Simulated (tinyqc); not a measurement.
# Surface potential of a MOS transistor: implicit equation and explicit approximations: effects of single changes

p-type body, charge-sheet picture, depletion and inversion only, full ionisation (an idealisation for deep acceptors), Boltzmann statistics (rough once Na exp(x - xn) passes about Nc/7). In units of Vt: xg = (Vg - Vfb)/Vt, x = psi/Vt, G = gamma/sqrt(Vt), xn = (2 phiF + Vc)/Vt. The implicit equation is (xg - x)^2 = G^2 [x - 1 + exp(x - xn)] for x above about 3. Cox = eps0 eox/tox.

Parameters, values chosen for the exercise; band and dielectric values those of a made-up semiconductor: temperature T = 350 K; band gap Eg = 1.21 eV; relative permittivity eps_r = 9.66; conduction-band density of states at T Nc = 2.87e19 cm^-3; valence-band density of states at T Nv = 3.98e19 cm^-3; relative permittivity of the gate insulator (close to silicon dioxide) eox = 3.9; insulator thickness tox = 8.2 nm; acceptor density Na = 1.6e17 cm^-3; flat-band voltage Vfb = -0.42 V; channel-body voltage Vc = 0 V; gate-body voltage Vg = 1.18 V.

Constants: q = 1.602176634e-19 C, kB = 1.380649e-23 J/K, Vt = kB T/q, eps0 = 8.8541878128e-14 F/cm where lengths are in cm. Results are converted to the units shown.

Each table varies one quantity; the others keep the values above.

## Accuracy of the approximations against gate voltage

ni = sqrt(Nc Nv) exp(-Eg/(2 Vt)), Eg in volts; phiF = Vt ln(Na/ni); gamma = sqrt(2 q eps0 eps_r Na)/Cox; VT = Vfb + Vt (xn + G sqrt(xn - 1)). Depletion value a = 1 + [sqrt(G^2/4 + xg - 1) - G/2]^2; inversion value b = xn + ln[(xg - xn)^2/G^2 - xn + 1] and first guess y = min(a, b) - ln(1 + exp(-|a - b|)) if a > xn + 1, else b = y = a; one second-order correction with D = exp(y - xn), p = 2 (xg - y) + G^2 (1 + D), w = (xg - y)^2 - G^2 (y - 1 + D): z = y + 2 w/(p + sqrt(p^2 - 2 (2 - G^2 D) w)), or the Newton step z = y + w/p where the root is not real. N_inv = (Cox Vt G/q) [sqrt(x - 1 + exp(x - xn)) - sqrt(x - 1)] at the root. Lambert form (Cox m Vt/q) W0[(G/(2 m sqrt(xn - 1))) exp((Vg - VT)/(m Vt))], m = 1 + G/(2 sqrt(xn - 1)). Errors under 1e-4 mV, and the linear form below VT, are printed as 0.

Result of one run:
```
Vg (V)  psi (V)  x - xn  error of y (mV)  error of z (mV)  N_inv (cm^-2)  Cox (Vg - VT)/q (cm^-2)  Lambert form (cm^-2)
2.13      1.055   5.582             7.67          -0.0992       2.605e12                 3.161e12              2.675e12
```

What becomes of these results when the gate-body voltage Vg is changed from 2.13 to 1.13 V, all else the same?

Result of the changed run:
```
Vg (V)  psi (V)  x - xn  error of y (mV)  error of z (mV)  N_inv (cm^-2)  Cox (Vg - VT)/q (cm^-2)  Lambert form (cm^-2)
1.13     0.9676   2.668             18.5            -1.76       2.654e11                 5.324e11              2.751e11
```

The whole series:
```
Vg (V)  psi (V)   x - xn  error of y (mV)  error of z (mV)  N_inv (cm^-2)  Cox (Vg - VT)/q (cm^-2)  Lambert form (cm^-2)
0.53     0.5809   -10.15          2.96e-4                0        1.037e6                        0               6.563e5
0.73     0.7330   -5.108           0.0417                0        1.422e8                        0               1.221e8
0.93     0.8835  -0.1196             5.63         -5.93e-3       1.878e10                  6.750e9              1.887e10
1.13     0.9676    2.668             18.5            -1.76       2.654e11                 5.324e11              2.751e11
1.33      1.001    3.764             15.2           -0.978       6.821e11                 1.058e12              7.060e11
1.53      1.020    4.419             11.9           -0.416       1.143e12                 1.584e12              1.180e12
1.73      1.035    4.894             9.92           -0.229       1.621e12                 2.109e12              1.671e12
1.93      1.046    5.269             8.61           -0.144       2.110e12                 2.635e12              2.170e12
2.13      1.055    5.582             7.67          -0.0992       2.605e12                 3.161e12              2.675e12
```

psi rises from 0.581 to 1.06 V and ends 5.6 Vt above 2 phiF + Vc. Among the rows the first guess is off by at most 19 mV (at Vg = 1.13 V) and the corrected value by at most 1.8 mV. In the last row the linear form is 21 % above N_inv and the Lambert form 2.7 % above it; in the first row the Lambert form is 37 % below it. For Vg = 1.33, 1.53, 1.73, 1.93, 2.13 the electron quasi-Fermi level lies less than 2 Vt below the band edge at the surface, or above it, where degeneracy and confinement, left out, matter.

## Effect of the channel-body voltage at fixed gate voltage

Same model as above.

Result of one run:
```
Vc (V)  psi (V)  x - xn  error of y (mV)  error of z (mV)  N_inv (cm^-2)  Cox (Vg - VT)/q (cm^-2)  Lambert form (cm^-2)
0       0.97810  3.0170             18.6            -1.99      3.6206e11                6.6385e11             3.7529e11
```

What becomes of these results when the channel-body voltage Vc is changed from 0 to 0.8 V, all else the same?

Result of the changed run:
```
Vc (V)  psi (V)   x - xn  error of y (mV)  error of z (mV)  N_inv (cm^-2)  Cox (Vg - VT)/q (cm^-2)  Lambert form (cm^-2)
0.8      1.0884  -19.849                0                0         45.928                        0                25.643
```

The whole series:
```
Vc (V)  psi (V)    x - xn  error of y (mV)  error of z (mV)  N_inv (cm^-2)  Cox (Vg - VT)/q (cm^-2)  Lambert form (cm^-2)
0       0.97810    3.0170             18.6            -1.99      3.6206e11                6.6385e11             3.7529e11
0.2      1.0833  -0.12640             5.15         -4.16e-3      1.6821e10                 4.3753e9             1.6884e10
0.4      1.0884   -6.5870          8.09e-3                0       2.6406e7                        0              2.3017e7
0.6      1.0884   -13.218                0                0          34830                        0                 24793
0.8      1.0884   -19.849                0                0         45.928                        0                25.643
```

As Vc goes from 0 to 0.8, psi rises from 0.978 to 1.09 V, x - xn falls from 3.02 to -19.8 and N_inv falls from 3.62e11 to 45.9 cm^-2. The Lambert form lies between 0.558 and 1.04 times N_inv. psi follows Vc only while the surface is inverted; once x falls below xn it settles at the depletion value.

Computed by the program tinyqc: `OMP_NUM_THREADS=1 python tinyqc.py 2122081 2122082 out.jsonl`, one thread of a shared Intel Xeon 2.30GHz, about 0.01 s for the whole run.
